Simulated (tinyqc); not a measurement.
Stretching all distances: RHF, UHF, MP2, CISD and CCSD against full CI in the sto-3g basis, for BeH+, spin multiplicity 1. Computed by the program tinyqc with PySCF. All coordinates are multiplied by the scale. c0^2 is the weight of the RHF determinant in the lowest singlet FCI state (UHF is spin-contaminated and may lie near states of higher spin) and n(LUMO) the first natural occupation beyond the occupied space.

Geometry (angstrom):
```
atom,x,y,z
Be,0.0000,0.0000,0.0000
H,0.0000,0.0000,1.1730
```

Full CI energy (hartree) and errors against it (kcal/mol):
```
scale,distance 1-2 (angstrom),E(FCI),RHF,UHF,MP2,CISD,CCSD,<S^2> UHF,c0^2,n(LUMO)
0.890,1.044,-14.63682,9.718,9.718,2.893,0.006,0.005,0.000,0.987,0.015
1.090,1.279,-14.68357,12.294,12.294,4.031,0.010,0.008,0.000,0.980,0.027
1.300,1.525,-14.67934,16.926,16.926,6.185,0.016,0.013,0.000,0.965,0.053
1.500,1.760,-14.65732,23.399,21.577,9.317,0.025,0.020,0.318,0.939,0.100
1.700,1.994,-14.63223,31.749,18.557,13.391,0.038,0.031,0.659,0.900,0.173
2.110,2.475,-14.59248,51.932,8.596,22.688,0.075,0.053,0.894,0.778,0.390
2.310,2.710,-14.58093,61.749,5.216,26.678,0.095,0.062,0.941,0.703,0.510
```

Estimate the missing row, scale = 1.9.

Computed row:
```
scale  distance 1-2 (angstrom)     E(FCI)     RHF     UHF     MP2   CISD   CCSD  <S^2> UHF   c0^2  n(LUMO)
1.900                    2.229  -14.61017  41.360  13.399  17.957  0.055  0.042      0.810  0.847    0.271
```

UHF parts from RHF first at scale 1.5 of those listed, where <S^2> leaves zero. The weight c0^2 goes from 0.99 to 0.70 and n(LUMO) from 0.02 to 0.51: static correlation grows as the bonds break into open-shell fragments. The spread of the error along the curve, which distorts its shape, is CCSD 0.1, CISD 0.1, UHF 16.4, MP2 23.8, RHF 52.0 kcal/mol.
